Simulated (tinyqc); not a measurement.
## Short-channel transistor, virtual-source model with series resistance: effect of the series resistance of each contact on the on and off currents

The current per gate width is the charge at the top of the source barrier (the virtual source) times its velocity times a saturation function; al and be are fitting constants of the model. Units: I in uA/um, Rs in ohm um, so I Rs = 1e-6 I Rs in volts; Q in uC/cm^2, so I = 1e-4 Q vx0 Fsat with vx0 in cm/s.

Intrinsic voltages Vg' = Vgs - I Rs, Vd' = Vds - 2 I Rs. n = n0 + nd Vd', VT = VT0 - dl Vd', Ff = 1/(1 + exp((Vg' - VT + al Vt/2)/(al Vt))), Q = Cinv n Vt ln(1 + exp((Vg' - VT + al Vt Ff)/(n Vt))), Vdsat = (vx0 L/mu)(1 - Ff) + Vt Ff, Fsat = u/(1 + u^be)^(1/be) with u = Vd'/Vdsat, and I = Q vx0 Fsat per width. I is solved self-consistently. Ion is I at Vgs = Vds = 0.7 V, Ioff at Vgs = 0, Vds = 0.7 V, and Rlin = Vds/I at Vgs = 0.7 V, Vds = 0.05 V.

Inputs (values chosen for the exercise): temperature T = 300 K; inversion capacitance Cinv = 2.31 uF/cm^2; velocity at the virtual source vx0 = 7.65e6 cm/s; apparent mobility mu = 180 cm^2/(V s); channel length L = 130 nm; threshold at zero drain voltage VT0 = 0.308 V; drain-induced barrier lowering dl = 0.109 V/V; subthreshold factor n0 = 1.07; growth of n with drain voltage nd = 0.2 1/V; threshold shift (in units of Vt) from weak to strong inversion al = 3.5; sharpness of saturation be = 1.4.

Constants: q = 1.602176634e-19 C, kB = 1.380649e-23 J/K, Vt = kB T/q. Results are converted to the units shown.

Effect of the series resistance of each contact on the on and off currents:
```
Rs (ohm um)  Ion (uA/um)  Ioff (nA/um)  log10(Ion/Ioff)  Rlin (ohm um)
0                  563.4         419.2            3.128          799.1
25                 535.1         419.0            3.106          851.0
50                 509.7         418.9            3.085          902.7
100                465.8         418.6            3.046           1006
150                429.3         418.2            3.011           1108
200                398.4         417.9            2.979           1210
300                348.9         417.3            2.922           1414
400                310.9         416.6            2.873           1617
```

As Rs goes from 0 to 400 ohm um, Ion falls from 563 to 311 uA/um, Ioff falls from 419 to 417 nA/um and Rlin rises from 799 to 1620 ohm um. Ion changes by a factor of 0.552 and Ioff by 0.994. The off current drops so little voltage over Rs that it changes by under 1 %.

Numbers from tinyqc (`OMP_NUM_THREADS=1 python tinyqc.py 2380146 2380147 out.jsonl`; about 0.02 s on one thread of a shared Intel Xeon 2.30GHz).
